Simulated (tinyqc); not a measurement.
# Worked calculation: band offsets of oxides on a semiconductor by the charge-neutrality-level model

Program tinyqc, `OMP_NUM_THREADS=1 python tinyqc.py 2410172 2410173 out.jsonl`; Intel Xeon 2.30GHz, shared host, one thread, about 0.01 s. Printed values are rounded.

Each material has a charge-neutrality level at the depth Phi = chi + Eg - CNL below vacuum. For oxide B on semiconductor A, dEc = (chiA - PhiA) - (chiB - PhiB) + S (PhiA - PhiB), dEv = EgB - EgA - dEc, with the pinning factor S = 1/(1 + 0.1 (eps_inf - 1)^2) of the oxide. S = 1 is the affinity rule, S = 0 aligns the two levels.

Values chosen for this exercise; substrate values close to those of gallium arsenide: gap of the semiconductor EgA = 1.41 eV; its electron affinity chiA = 4.12 eV; its charge-neutrality level above the valence edge cA = 0.54 eV.

Range of the model: The model ignores the chemistry of the actual interface, which can move offsets by several tenths of an eV.

## One oxide

oxide values (close to zirconium oxide): Eg (eV) 5.68, chi (eV) 2.5, CNL (eV) 3.63, eps_inf 4.94

Depths of both levels, S and the two offsets.

PhiA = 4.99 eV
PhiB = 4.55 eV
S = 0.3917943
dEc = 1.352389 eV
dEv = 2.917611 eV

The limits are dEc = 1.62 eV (S = 1) and 1.18 eV (S = 0).

## Oxides compared

Oxides (values chosen for the exercise, close to those of the materials named):
```
                 Eg (eV)  chi (eV)  CNL above Ev (eV)  eps_inf
silicon dioxide     8.79      0.91               4.42     2.21
silicon nitride      5.3      2.12               2.62      4.2
aluminium oxide     8.99      1.01               5.47     3.33
hafnium oxide       6.11      2.38                3.6     4.06
zirconium oxide     5.68       2.5               3.63     4.94
titanium oxide      3.12      3.94               2.15     7.82
tantalum oxide      4.48      3.38               3.21     4.83
```

The same for each oxide, with both limits.

Offsets:
```
                      S  dEc (eV)  dEv (eV)  dEc, S = 1 (eV)  dEc, S = 0 (eV)
silicon dioxide  0.8723     3.247     4.133            3.210            3.500
silicon nitride  0.4941     1.904     1.986            2.000            1.810
aluminium oxide  0.6481     2.948     4.632            3.110            2.650
hafnium oxide    0.5164     1.692     3.008            1.740            1.640
zirconium oxide  0.3918     1.352     2.918            1.620            1.180
titanium oxide   0.1770    0.1142     1.596           0.1800           0.1000
tantalum oxide   0.4054    0.5378     2.532           0.7400           0.4000
```

Both offsets exceed 1 eV for: silicon dioxide, silicon nitride, aluminium oxide, hafnium oxide, zirconium oxide. dEc falls short for: titanium oxide, tantalum oxide. The choice of S matters most for aluminium oxide, where the limits differ by 0.460 eV.
